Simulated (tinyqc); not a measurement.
Reset of a mushroom phase-change cell, hemispherical electro-thermal model: two steps of the calculation.

Current spreads from a hemispherical contact of radius r0 into a large dome with constant rho and ka: j = I/(2 pi r^2). With s = r0/r the steady rise is T - T0 = c (b s - s^2), c = I^2 rho/(8 pi^2 ka r0^2). The heat lost through the heater, (T(r0) - T0)/Rh, fixes b = (2 + g)/(1 + g), g = 1/(2 pi ka r0 Rh).

Parameters, values chosen for the exercise; values of the order of Ge-Sb-Te and related chalcogenides: ambient temperature T0 = 300 K; melting point Tm = 887 K; radius of the heater contact r0 = 17 nm; resistivity of the hot chalcogenide rho = 6 mohm cm; its thermal conductivity ka = 1.41 W/(m K); thermal resistance of the path through the heater Rh = 5 K/uW; reset current I = 910 uA.

Question 1. Constants and melting current. The peak lies at s = b/2 with the rise c b^2/4; melting starts at the current where that equals Tm - T0, and the molten shell spans the roots of s^2 - b s + (Tm - T0)/c = 0 (s at most 1). Electrical resistance rho/(2 pi r0).

Wanted: g; b; resistance; radius of the peak; melting current; power at that current.

Answer 1.

g = 1.328
b = 1.430
resistance = 0.5617 kohm
radius of the peak = 23.78 nm
melting current = 784.9 uA
power at that current = 346.1 uW

Question 2. Temperature profile and molten shell. 

```
point,r (nm)
0,17
1,19.5
2,23
3,27.2
4,34
5,44.2
6,59.5
7,85
```

b = 1.4295623

Wanted: c; T; peak T; inner radius of the melt; outer radius of the melt.

Answer 2.

c = 1544 K

```
point,T (K)
0,963.4
1,1051
2,1088
3,1077
4,1018
5,920.7
6,804.7
7,679.8
```

peak T = 1089 K
inner radius of the melt = 17.00 nm
outer radius of the melt = 48.14 nm

The melt reaches the contact.

Range of the model: Constant properties, no latent heat, thermoelectric terms, boundary resistance or heating in the heater itself.

Computed by the program tinyqc: `OMP_NUM_THREADS=1 python tinyqc.py 2490115 2490116 out.jsonl`, one thread of a shared Intel Xeon 2.30GHz, about 0.01 s for the whole run.
